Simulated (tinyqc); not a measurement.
Elastic trap-assisted tunnelling through a dielectric: one step of the calculation.

Emitter at x = 0 (Fermi level 0), collector at x = t (Fermi level -V), band edge U(x) = phi - F x, F = V/t. A trap at x has the energy E = U(x) - Et. With G(u) = (4/(3 F)) sqrt(mo/C) max(u, 0)^1.5, C = hbar^2/(2 m0): S1 = G(phi - E) - G(Et), S2 = G(Et) - G(phi - V - E), T1,2 = exp(-S1,2). The steady rate through one trap is nu T1 T2 (f1 - f2)/(T1 + T2), f1 = f(E), f2 = f(E + V), f(y) = 1/(1 + exp(y/Vt)); both contacts offer states at E.

Task. Rate through a trap near the best position. n equally spaced x from xa to xb, where nearly all of the current flows; J = q Nt times the integral of the rate, by Simpson's rule.

Values chosen for this exercise; dielectric values close to those of aluminium oxide:
```
symbol   value   unit                                           meaning
T          300      K                                       temperature
phi       2.54     eV             barrier above the emitter Fermi level
mo        0.39     m0                                   tunnelling mass
t          6.5     nm                                         thickness
Et        2.29     eV  trap depth below the band edge of the dielectric
Nt      1.9e17  cm^-3                                      trap density
nu        1e14    1/s                                 attempt frequency
n           13                                       points of the grid
V         1.72      V                                           voltage
xa        2.29     nm                              left end of the grid
xb        3.53     nm                             right end of the grid
```

Constants: q = 1.602176634e-19 C, kB = 1.380649e-23 J/K, hbar = 1.054571817e-34 J s, m0 = 9.1093837015e-31 kg, Vt = kB T/q, hbar^2/(2 m0) = 0.0380998212 eV nm^2. Results are converted to the units shown.

Wanted: x; E; S1; S2; f1 - f2; rate; J.

Result.

| point | x (nm) | E (eV) | S1 | S2 | f1 - f2 | rate (1/s) |
|---|---|---|---|---|---|---|
| 0 | 2.290 | -0.3560 | 23.58 | 35.31 | 1.000 | 0.04635 |
| 1 | 2.393 | -0.3833 | 24.71 | 34.59 | 1.000 | 0.09534 |
| 2 | 2.497 | -0.4107 | 25.84 | 33.86 | 1.000 | 0.1977 |
| 3 | 2.600 | -0.4380 | 26.98 | 33.12 | 1.000 | 0.4125 |
| 4 | 2.703 | -0.4653 | 28.13 | 32.37 | 1.000 | 0.8591 |
| 5 | 2.807 | -0.4927 | 29.27 | 31.62 | 1.000 | 1.690 |
| 6 | 2.910 | -0.5200 | 30.43 | 30.86 | 1.000 | 2.402 |
| 7 | 3.013 | -0.5474 | 31.59 | 30.09 | 1.000 | 1.563 |
| 8 | 3.117 | -0.5747 | 32.75 | 29.31 | 1.000 | 0.5784 |
| 9 | 3.220 | -0.6021 | 33.92 | 28.53 | 1.000 | 0.1845 |
| 10 | 3.323 | -0.6294 | 35.10 | 27.74 | 1.000 | 0.05723 |
| 11 | 3.427 | -0.6567 | 36.28 | 26.94 | 1.000 | 0.01760 |
| 12 | 3.530 | -0.6841 | 37.46 | 26.13 | 1.000 | 0.005383 |

J = 2.526e-9 A/cm^2

Range of the model: Phonon-assisted (inelastic) capture, chains of traps and a spread of trap depths are left out.

Numbers from tinyqc (`OMP_NUM_THREADS=1 python tinyqc.py 2370102 2370103 out.jsonl`; about 0.04 s on one thread of a shared Intel Xeon 2.30GHz).
